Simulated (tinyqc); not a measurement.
# Pull-up strength from the switching point

Problem. Transistor (EKV form, voltages against the body): I = 2 n b Vt^2 [F(vp - Vs) - F(vp - Vd)] from drain to source, F(v) = ln^2(1 + exp(v/(2 Vt))), vp = (Vg - VT + sg |Vd - Vs|)/n. n-channel bodies are at 0; for the p-channel device all voltages are counted down from Vdd. b in uA/V^2 gives I in uA. In an inverter In(Vg = Vd = VM) equals Ip at the switching point VM. Find bp and the current there.

Values chosen for this exercise: temperature T = 300 K; supply voltage Vdd = 0.7 V; slope factor n = 1.3; drain-induced barrier lowering sg = 0.06; n-channel threshold VTn = 0.43 V; p-channel threshold (magnitude) VTp = 0.29 V; gain factor of the pull-down transistor bn = 190 uA/V^2.

Constants: q = 1.602176634e-19 C, kB = 1.380649e-23 J/K, Vt = kB T/q. Results are converted to the units shown.

VM = 0.410643791 V

Solution. Ip is proportional to bp, so bp is In(VM) over the p-channel current for unit b.

bp = 150.0 uA/V^2
current at VM = 0.1775 uA

Program tinyqc, `OMP_NUM_THREADS=1 python tinyqc.py 2340128 2340129 out.jsonl`; Intel Xeon 2.30GHz, shared host, one thread, about 0.04 s.
